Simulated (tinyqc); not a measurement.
Single-oscillator infrared dielectric function of a polar cubic crystal: one step, computed by the program tinyqc. Command: `OMP_NUM_THREADS=1 python tinyqc.py 3026424 3026425 out.jsonl infrared walk`. One thread of a shared host (Intel(R) Xeon(R) Processor @ 2.30GHz), about 0.01 s of CPU time with the checks.

One ion pair, charges +Z* and -Z*, in a cell of volume Omega = a^3/4. Frequencies omega are given as wavenumbers (1/cm); eps_s is the static dielectric constant.

Question. Surface and particle modes. Without damping, eps(omega) = -x eps_m gives omega^2 = omega_TO^2 (eps_s + x eps_m)/(eps_inf + x eps_m): x = 1 for a flat surface at large wave vector, x = 2 for the dipole mode of a small sphere. The reflectivity R for light from vacuum (not from the medium eps_m) vanishes where eps = 1, omega^2 = omega_TO^2 (eps_s - 1)/(eps_inf - 1).

Inputs (values chosen for the exercise, for a model crystal): omega_TO = 316 1/cm; eps_inf = 13.3; eps_m of the surrounding medium = 1.

Structure: zinc blende. Free carriers: absent.

eps_s = 20.24586

Give: surface mode; sphere mode; zero of R.

Answer.

surface mode = 385.17 1/cm

sphere mode = 381.04 1/cm

zero of R = 395.28 1/cm
